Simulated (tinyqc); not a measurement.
Valley-orbit splitting of a donor ground state, with strain: one step, computed by the program tinyqc. Command: `OMP_NUM_THREADS=1 python tinyqc.py 3007879 3007880 out.jsonl valleyorbit walk`. One thread of a shared host (Intel(R) Xeon(R) Processor @ 2.30GHz), about 0.01 s of CPU time with the checks.

The basis is the 1s envelope in each valley; energies are counted from the unstrained conduction-band edge. The strain is e_s (a a^T - 1/3) for the unit stress axis a, so valley j along n_j moves by Xi_u e_s w_j with w_j = (n_j.a)^2 - 1/3: +2/3 for [111], -2/9 for the others.

Question. Levels and ground state under strain. Diagonalise H; the ground vector has positive components. The density at the nucleus, and so the contact hyperfine coupling, scales as (sum_j c_j)^2/(number of valleys), which is 1 without strain; the envelopes are held fixed.

Valleys: four along <111>. Stress axis: [111].

H (meV):
```
            [111]    [1-1-1]    [-11-1]    [-1-11]
[111]    -8.60800   -0.15000   -0.15000   -0.15000
[1-1-1]  -0.15000  -11.65067   -0.15000   -0.15000
[-11-1]  -0.15000   -0.15000  -11.65067   -0.15000
[-1-11]  -0.15000   -0.15000   -0.15000  -11.65067
```

Give: levels; valley amplitudes of the ground state; hyperfine ratio A/A_0.

Answer.

levels (meV): -11.97  -11.50  -11.50  -8.59

valley amplitudes of the ground state: [111] 0.0770, [1-1-1] 0.5756, [-11-1] 0.5756, [-1-11] 0.5756

hyperfine ratio A/A_0 = 0.8135
